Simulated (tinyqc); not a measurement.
Surface potential of a MOS transistor: implicit equation and explicit approximations: one step of the calculation.

p-type body, charge-sheet picture, depletion and inversion only, full ionisation (an idealisation for deep acceptors), Boltzmann statistics (rough once Na exp(x - xn) passes about Nc/7). In units of Vt: xg = (Vg - Vfb)/Vt, x = psi/Vt, G = gamma/sqrt(Vt), xn = (2 phiF + Vc)/Vt. The implicit equation is (xg - x)^2 = G^2 [x - 1 + exp(x - xn)] for x above about 3. Cox = eps0 eox/tox.

Question. Potential, charges and gate control. psi = Vt x; N_dep = Cox Vt G sqrt(x - 1)/q; N_inv = (Cox Vt G/q) [sqrt(x - 1 + exp(x - xn)) - sqrt(x - 1)]; dpsi/dVg = 1/[1 + G^2 (1 + exp(x - xn))/(2 (xg - x))].

Values chosen for this exercise; band and dielectric values close to those of silicon: temperature T = 400 K; relative permittivity of the gate insulator (close to silicon dioxide) eox = 3.9; insulator thickness tox = 2 nm; channel-body voltage Vc = 0.2 V.

Constants: q = 1.602176634e-19 C, kB = 1.380649e-23 J/K, Vt = kB T/q, eps0 = 8.8541878128e-14 F/cm where lengths are in cm. Results are converted to the units shown.

converged x = 19.607863
G = 0.36393987
xn = 24.123074
xg = 21.178246

Find: psi; N_dep; N_inv; dpsi/dVg.

Answer.

psi = 0.6759 V
N_dep = 5.832e11 cm^-2
N_inv = 1.714e8 cm^-2
dpsi/dVg = 0.9591

psi lies 4.5 Vt below 2 phiF + Vc.

tinyqc, about 0.01 s, one thread, Intel Xeon 2.30GHz (shared host): `OMP_NUM_THREADS=1 python tinyqc.py 2122062 2122063 out.jsonl`
